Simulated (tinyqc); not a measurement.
## Length offset and series resistance from crossing lines

Inverse problem. R_total = Rs + k (L - dL)/Vo with constant Rs, dL and k. Find k, dL and Rs.

R_total at (L, Vo) = (40, 0.42), (120, 0.42), (40, 0.88) and (120, 0.88), L in nm and Vo in V (ohm um): [338.57143, 719.52381, 245.22727, 427.04545]

Solution. At each overdrive R is a straight line in L with slope k/Vo; the two lines cross at L = dL, R = Rs.

k = 2.00 ohm um V/nm
dL = 2.50 nm
Rs = 160 ohm um

Program tinyqc, `OMP_NUM_THREADS=1 python tinyqc.py 2282205 2282206 out.jsonl`; Intel Xeon 2.30GHz, shared host, one thread, about 0.03 s.
